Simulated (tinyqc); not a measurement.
p-i-n power rectifier, conductivity modulation at high injection: two steps of the calculation.

A drift layer from x = -d to d (2 d = W) between ideal p+ and n+ emitters (no recombination in them). High injection, n = p, ambipolar diffusion with one lifetime; both mobilities scale as (T/300 K)^(-bt).

Inputs (values chosen for the exercise); bulk values close to those of 4H silicon carbide:
```
symbol,value,unit,meaning
T,350,K,temperature
eps_r,9.93,,relative permittivity
Kc,23300,V/cm per (cm^-3)^(1/8),critical-field constant
BV,3400,V,rated breakdown voltage of the drift layer
mud,818,cm^2/(V s),drift mobility at 300 K
bt,2.5,,temperature exponent of the drift mobility
mup,107,cm^2/(V s),hole mobility at 300 K
Eg,3.16,eV,band gap
Nc,2.14e19,cm^-3,conduction-band density of states at T
Nv,3.15e19,cm^-3,valence-band density of states at T
J,50,A/cm^2,forward current density
```

Constants: q = 1.602176634e-19 C, kB = 1.380649e-23 J/K, Vt = kB T/q, eps0 = 8.8541878128e-14 F/cm where lengths are in cm. Results are converted to the units shown.

Task 1. Drift layer. Triangular field at breakdown with Ec = Kc N^(1/8): BV = eps0 eps_r Ec^2/(2 q N), so N = (eps0 eps_r Kc^2/(2 q BV))^(4/3); W = 2 BV/Ec; mu = mud (T/300 K)^(-bt); rho = 1/(q mu N); ideal resistance rho W.

Wanted: drift doping N; Ec; drift thickness W; electron mobility mu at T; drift resistivity rho; ideal resistance.

Result 1.

drift doping N = 3.3275e15 cm^-3
Ec = 2.0306 MV/cm
drift thickness W = 33.488 um
electron mobility mu at T = 556.40 cm^2/(V s)
drift resistivity rho = 3.3712 ohm cm
ideal resistance = 11.289 mohm cm^2

Task 2. Forward voltage and stored charge. Ohmic drop: integral of J/(q (mun + mup) n); diffusion (Dember) drop Vt B ln(n(-d)/n(d)); both junctions together Vt ln(n(-d) n(d)/ni^2), ni = sqrt(Nc Nv) exp(-Eg/(2 Vt)), Eg in volts; V_F = the sum; stored charge q times the integral of n. Trapezoid rule; mun and mup scale as (T/300 K)^(-bt).

```
point      x (um)     n (cm^-3)
0      -16.743950  3.7789722e17
1      -13.699595  3.5759831e17
2      -10.655241  3.3988781e17
3       -7.610886  3.2463753e17
4       -4.566532  3.1173710e17
5       -1.522177  3.0109312e17
6        1.522177  2.9262855e17
7        4.566532  2.8628213e17
8        7.610886  2.8200792e17
9       10.655241  2.7977498e17
10      13.699595  2.7956714e17
11      16.743950  2.8138291e17
```

B = 0.76864865

Find: ohmic drop; diffusion drop; junction drops; V_F; stored charge.

Result 2.

ohmic drop = 0.005444 V
diffusion drop = 0.006837 V
junction drops = 2.896 V
V_F = 2.908 V
stored charge = 165.1 uC/cm^2

Numbers from tinyqc (`OMP_NUM_THREADS=1 python tinyqc.py 2230109 2230110 out.jsonl`; about 0.01 s on one thread of a shared Intel Xeon 2.30GHz).
